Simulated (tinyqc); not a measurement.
Inside a calculation. Model: X-ray reflectivity of a thin film on silicon: critical angles, Parratt recursion, fringes and roughness. Computed by tinyqc, a small Python program that keeps every step. Command: `OMP_NUM_THREADS=1 python tinyqc.py 3120922 3120923 out.jsonl xrr walk`. One thread of a shared host (Intel(R) Xeon(R) Processor @ 2.30GHz), about 0.01 s of CPU time with the checks. Intermediate numbers are printed to about 5 digits and carried at full precision; extremes and crossings named in words are read from the listed rows.

n = 1 - delta + i beta; the classical electron radius is r_e = 2.8179403e-6 nm. Layer 0 is vacuum, 1 the film, 2 the substrate.

Inputs (values chosen for the exercise, modelled on ruthenium on silicon, copper K-alpha radiation):

| quantity | value | unit |
|---|---|---|
| wavelength lambda | 0.15406 | nm |
| film density rho | 12.4 | g/cm^3 |
| effective electrons per unit mass, film | 0.433 | mol/g |
| beta/delta, film | 0.089 | - |
| film thickness d | 32.4 | nm |
| roughness of the surface sigma_1 | 0.69 | nm |
| roughness of the interface sigma_2 | 0.37 | nm |
| substrate density | 2.33 | g/cm^3 |
| effective electrons per unit mass, substrate | 0.507 | mol/g |
| beta/delta, substrate | 0.023 | - |
| grazing angle theta | 0.768 | degrees |

Constants: N_A = 6.02214076e+23 1/mol.

## Optical constants

delta = r_e lambda^2 rho_e/(2 pi), rho_e = density x electrons per mass x N_A; critical angle sqrt(2 delta), q_c = 4 sqrt(pi r_e rho_e).

Constants:

| layer | rho_e (1/nm^3) | delta | beta | critical angle (degrees) | q_c (1/nm) |
|---|---|---|---|---|---|
| film | 3233.4 | 3.4419e-05 | 3.0632e-06 | 0.47537 | 0.67675 |
| substrate | 711.4 | 7.5726e-06 | 1.7417e-07 | 0.22298 | 0.31744 |

The film is denser in electrons than the substrate, and thick enough to set the edge of total reflection.

## Critical angle of the film

The formulas are those given above.

critical angle of the film = 0.47537 degrees

## Reflectivity at one angle

k_j = (2 pi/lambda) sqrt(sin^2 theta - 2 delta_j + 2 i beta_j); r_ij = (k_i - k_j)/(k_i + k_j) x exp(-2 k_i k_j sigma^2) (Nevot-Croce); r = (r_01 + r_12 p)/(1 + r_01 r_12 p), p = exp(2 i k_1 d); R = |r|^2.

k_0, k_1, k_2 (1/nm): 0.54666  0.42951+0.01186i  0.52311+0.00055i

1000 r_01 = 95.767-11.474i

1000 r_12 = -92.213+12.528i

p = -0.41900+0.19842i

reflectivity R = 0.018510

q = 4 pi sin(theta)/lambda = 1.0933 1/nm

## Fringe period, contrast and decay

Far above the critical angle the period is d theta = lambda/(2 d), or 2 pi/d in q; the envelope runs between (|r_01| - |r_12 p|)^2 and (|r_01| + |r_12 p|)^2; contrast = 2 a b/(a^2 + b^2) with a = |r_01|, b = |r_12 p|; roughness factors on the amplitudes are about exp(-q^2 sigma^2/2).

period in theta = 0.13622 degrees

period in q = 0.19393 1/nm

contrast = 0.74546

roughness factor, surface = 0.75235

roughness factor, interface = 0.92144

## Thickness from the minima

Minima of R theta^4 are located on 6001 points over 7.5 periods, from 1.15 times the larger critical angle. With refraction, sin^2(theta_m) = 2 delta + m^2 (lambda/(2 d))^2, m integer or half-integer; the first six minima are used, and the first order is the one that minimises the largest residual of the least-squares line plus the distance of its intercept from 2 delta. Without refraction, d = lambda/(2 x mean step of sin theta).

Minima:

| order m | theta (degrees) | sin^2 theta |
|---|---|---|
| 2 | 0.5499 | 9.2115e-05 |
| 3 | 0.6281 | 1.2016e-04 |
| 4 | 0.7239 | 1.5964e-04 |
| 5 | 0.8312 | 2.1045e-04 |
| 6 | 0.9461 | 2.7266e-04 |
| 7 | 1.0660 | 3.4612e-04 |

d with refraction = 32.417 nm

d without refraction = 42.763 nm

Against d = 32.4 nm the errors are +0.05 % with and +31.98 % without refraction. The orders are integers, as r_01 and r_12 have opposite signs for a film denser than the substrate.

## Which roughness does what

R is averaged over one period above each angle (64 points); contrast = (max - min)/(max + min) of R theta^4 over that period. Cases: smooth; only sigma_1; only sigma_2; both.

Mean R and contrast:

| theta (degrees) | R smooth | contrast | R, sigma_1 | contrast, sigma_1 | R, sigma_2 | contrast, sigma_2 | R, both | contrast, both |
|---|---|---|---|---|---|---|---|---|
| 0.8 | 0.0089926 | 0.69554 | 5.4433e-03 | 0.82400 | 8.8095e-03 | 0.65460 | 5.2526e-03 | 0.78385 |
| 1.2 | 0.0018471 | 0.83841 | 7.6416e-04 | 0.98686 | 1.7195e-03 | 0.73553 | 6.2883e-04 | 0.99859 |
| 1.8 | 0.0003757 | 0.88654 | 1.1129e-04 | 0.60033 | 3.1512e-04 | 0.66848 | 4.9252e-05 | 0.81642 |
| 2.5 | 0.0001082 | 0.91621 | 3.2849e-05 | 0.15137 | 8.1833e-05 | 0.50875 | 5.6199e-06 | 0.34284 |
| 3.5 | 0.0000303 | 0.93307 | 9.5753e-06 | 0.00758 | 2.0731e-05 | 0.24152 | 2.9527e-07 | 0.13344 |

At 2.5 degrees sigma_1 alone multiplies the mean R by 0.30 and sigma_2 alone by 0.76; the contrast goes from 0.92 (smooth) to 0.15 and 0.51.

Checks made by the program: smooth bare substrate far above q_c against (q_c/2q)^4 (relative difference 1e-03).
